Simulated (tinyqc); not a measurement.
Competing polymorphs of an oxide film: bulk, surface, grain-boundary, dopant and field terms: one step, computed by the program tinyqc.

Phases: monoclinic m (reference), polar orthorhombic o, tetragonal t. Free energies per formula unit (f.u.); 1 J/m^2 x angstrom^3/nm = 6.241509 meV.

Question. A field. The polar phase gains -P E Omega (1 microcoulomb/cm^2 x MV/cm x angstrom^3 = 0.006241509 meV); the dielectric term -(1/2) eps_0 (eps - 1) E^2 Omega is left out. Where t lies below o, o is reached at E_up = [G(o) - G(t)]/(P Omega), else 0.

Inputs (values chosen for the exercise, for a model oxide): volume per formula unit Omega = 33.1 angstrom^3; temperature T = 300 K; polarisation of o = 54 microcoulomb/cm^2; field E = 0.92 MV/cm.

G(t) - G(o) = -22.44943 meV/f.u.

Give: gain P E Omega; G(t) - G(o) in the field; crossing field E_up.

Answer.

gain P E Omega = 10.26 meV/f.u.

G(t) - G(o) in the field = -12.19 meV/f.u.

crossing field E_up = 2.012 MV/cm

Caution: this is an equilibrium ranking; real films often keep the phase that nucleates first on cooling from t.
